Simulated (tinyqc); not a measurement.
Lateral field, substrate current, probability of reaching the oxide barrier and hot-carrier lifetime of a silicon transistor (pseudo-two-dimensional and lucky-electron models): one step, computed by the program tinyqc.

Local-field models: a lucky carrier gains its energy at the peak field over a path free of collisions. Voltages are magnitudes.

Problem. Peak lateral field. C_ox = 3.9 eps_0/t; F_sat = 2 v_s/mu; V_Dsat = V_ov F_sat L/(V_ov + F_sat L), V_ov = V_G - V_T; I_D/W = C_ox v_s (V_ov - V_Dsat). Scale length l = 0.22 t^(1/3) x_j^(1/2) (all in cm); F_m = sqrt(((V_D - V_Dsat)/l_e)^2 + F_sat^2), with l_e = l + L_n; length of the velocity-saturated region l_e ln((V_D - V_Dsat)/(l_e F_sat) + F_m/F_sat).

Inputs (values chosen for the exercise, modelled on a silicon p-channel): channel length L = 580 nm; oxide thickness t = 11 nm; junction depth x_j = 160 nm; mobility mu = 140 cm^2/(V s); saturation velocity v_s = 0.66 1e7 cm/s; threshold voltage V_T = 0.58 V; gate voltage V_G = 2.3 V; drain voltage V_D = 5.9 V; ionisation prefactor A_i = 7.2e+06 1/cm; ionisation field B_i = 3.85 MV/cm; hot-carrier mean free path lambda = 4.8 nm; oxide barrier phi_b = 4.6 eV; interface-trap threshold phi_it = 4.5 eV; lifetime constant H = 800 s microampere/micrometre; length of the depleted extension L_n = 31 nm.

Drain: lightly doped extension.

Constants: eps_0 = 8.8541878128e-12 F/m.

Give: scale length l; peak field F_m; velocity-saturated length; energy gained over one free path, e lambda F_m.

Solution.

scale length l = 90.84 nm

peak field F_m = 388.5 kV/cm

velocity-saturated length = 255.1 nm

energy gained over one free path, e lambda F_m = 0.1865 eV

Caution: the empirical formula for l was fitted to oxides of about 15 nm or more; for thinner ones it is an extrapolation.
